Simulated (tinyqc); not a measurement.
# Resistance of a tapered via with liner, size effect and interface: what changes with what

A round via whose diameter grows from db at the bottom as D(z) = db + 2 z/tan(ang). The fill, of diameter D - 2 tl, starts above the bottom liner (thickness fb tl) and has rho = rho0 (1 + ks lam/(D - 2 tl)); the sidewall liner conducts in parallel with it. The bottom liner and the interface are crossed over the full area pi db^2/4. Spreading in the lines above and below is left out.

Values chosen for this exercise; fill metal close to copper:

| symbol | value | unit | meaning |
|---|---|---|---|
| db | 57 | nm | diameter at the bottom |
| hv | 200 | nm | height |
| ang | 89 | degrees | sidewall angle |
| rho0 | 1.65 | uohm cm | bulk resistivity of the fill |
| lam | 40.1 | nm | mean free path of the fill |
| ks | 1.1 |  | size-effect factor |
| tl | 2.6 | nm | liner on the sidewall |
| fb | 0.5 |  | liner at the bottom over that on the sidewall |
| rl | 370 | uohm cm | resistivity of the liner |
| ri | 5e-12 | ohm cm^2 | interface resistivity at the bottom |
| Sb | 1.1e15 | S/m^2 | ballistic conductance per area, about 3/(4 rho0 lam) |
| rho2 | 5.42 | uohm cm | bulk resistivity of the second fill (close to molybdenum) |
| lam2 | 10.9 | nm | its mean free path |
| tl2 | 0.2 | nm | its liner |

Each table varies one quantity; the others keep the values above.

## Via resistance against the diameter at the bottom

Slices between z0 = fb tl and hv, evaluated at their midpoints: conductance per length pi/4 [(D - 2 tl)^2/rho + (D^2 - (D - 2 tl)^2)/rl], slice resistance = slice height over that. 2000 slices. R_fill = sum of the slices; R_bottom = rl fb tl/(pi db^2/4); R_interface = ri/(pi db^2/4); ballistic (Sharvin) limit 1/(Sb pi (db - 2 tl)^2/4); ideal cylinder rho0 hv/(pi db^2/4).

Via resistance against the diameter at the bottom:

| db (nm) | R_fill (ohm) | R_bottom (ohm) | R_interface (ohm) | R (ohm) | ballistic limit (ohm) | R over ideal cylinder | largest part |
|---|---|---|---|---|---|---|---|
| 8.3 | 1125 | 88.90 | 9.241 | 1223 | 120.4 | 20.06 | fill |
| 11 | 343.7 | 50.61 | 5.261 | 399.6 | 34.41 | 11.51 | fill |
| 16 | 90.84 | 23.92 | 2.487 | 117.2 | 9.924 | 7.144 | fill |
| 22 | 33.43 | 12.65 | 1.315 | 47.40 | 4.101 | 5.460 | fill |
| 30 | 13.58 | 6.805 | 0.7074 | 21.10 | 1.882 | 4.519 | fill |
| 42 | 5.426 | 3.472 | 0.3609 | 9.259 | 0.8547 | 3.887 | fill |
| 58 | 2.357 | 1.821 | 0.1892 | 4.366 | 0.4152 | 3.496 | fill |
| 80 | 1.066 | 0.9569 | 0.09947 | 2.122 | 0.2069 | 3.233 | fill |

Read the table: what changes, and by how much?

R falls from 1220 to 2.12 ohm. The fill is the largest part at db = 8.3 and in all other rows. R goes as db^(-3.97) between the first two rows and db^(-2.24) between the last two; area alone gives -2.

## Via resistance against the liner on the sidewall

Same model as above.

2000 slices.

The same in every row: R_interface (ohm) = 0.1959.

Results:

| tl (nm) | R_fill (ohm) | R_bottom (ohm) | R (ohm) | ballistic limit (ohm) | R over ideal cylinder | largest part |
|---|---|---|---|---|---|---|
| 0 | 1.995 | 0 | 2.191 | 0.3563 | 1.694 | fill |
| 1.1 | 2.175 | 0.7975 | 3.169 | 0.3854 | 2.450 | fill |
| 1.7 | 2.284 | 1.232 | 3.712 | 0.4029 | 2.871 | fill |
| 2.3 | 2.401 | 1.667 | 4.264 | 0.4216 | 3.297 | fill |
| 2.9 | 2.527 | 2.102 | 4.825 | 0.4415 | 3.731 | fill |
| 3.4 | 2.639 | 2.465 | 5.300 | 0.4593 | 4.098 | fill |
| 4 | 2.784 | 2.900 | 5.880 | 0.4821 | 4.547 | bottom liner |

Estimate the missing row, tl = 0.6 nm.

Computed row:

| tl (nm) | R_fill (ohm) | R_bottom (ohm) | R (ohm) | ballistic limit (ohm) | R over ideal cylinder | largest part |
|---|---|---|---|---|---|---|
| 0.6 | 2.090 | 0.4350 | 2.721 | 0.3717 | 2.104 | fill |

With this row back in the table: R rises from 2.19 to 5.88 ohm. The fill is the largest part at tl = 0, the bottom liner from 4 on. The share of the two bottom terms goes from 8.94 to 52.7 %.

## Two fill metals against the diameter

2000 slices. R_fill = sum of the slices; R_bottom = rl fb tl/(pi db^2/4); R_interface = ri/(pi db^2/4). The second fill has rho2, lam2 and tl2 in place of rho0, lam and tl.

Result of one run:

| db (nm) | R, first fill (ohm) | R, second fill (ohm) | ratio second/first |
|---|---|---|---|
| 12 | 294.2 | 125.2 | 0.4255 |

What becomes of these results when the diameter at the bottom db is changed from 12 to 35 nm, all else the same?

Result of the changed run:

| db (nm) | R, first fill (ohm) | R, second fill (ohm) | ratio second/first |
|---|---|---|---|
| 35 | 14.38 | 13.53 | 0.9409 |

The whole series:

| db (nm) | R, first fill (ohm) | R, second fill (ohm) | ratio second/first |
|---|---|---|---|
| 8.5 | 1103 | 256.0 | 0.2320 |
| 12 | 294.2 | 125.2 | 0.4255 |
| 17 | 97.95 | 60.69 | 0.6196 |
| 24 | 37.54 | 29.62 | 0.7888 |
| 35 | 14.38 | 13.53 | 0.9409 |
| 49 | 6.441 | 6.747 | 1.048 |
| 70 | 2.855 | 3.239 | 1.134 |
| 100 | 1.302 | 1.561 | 1.199 |

The ratio goes from 0.232 to 1.20. The two fills give the same R at db = 41.8 nm; below it the second gives the lower R. Ratios within a few per cent of 1 are a tie, given that ballistic terms are left out.

tinyqc, about 0.01 s, one thread, Intel Xeon 2.30GHz (shared host): `OMP_NUM_THREADS=1 python tinyqc.py 2750112 2750113 out.jsonl`
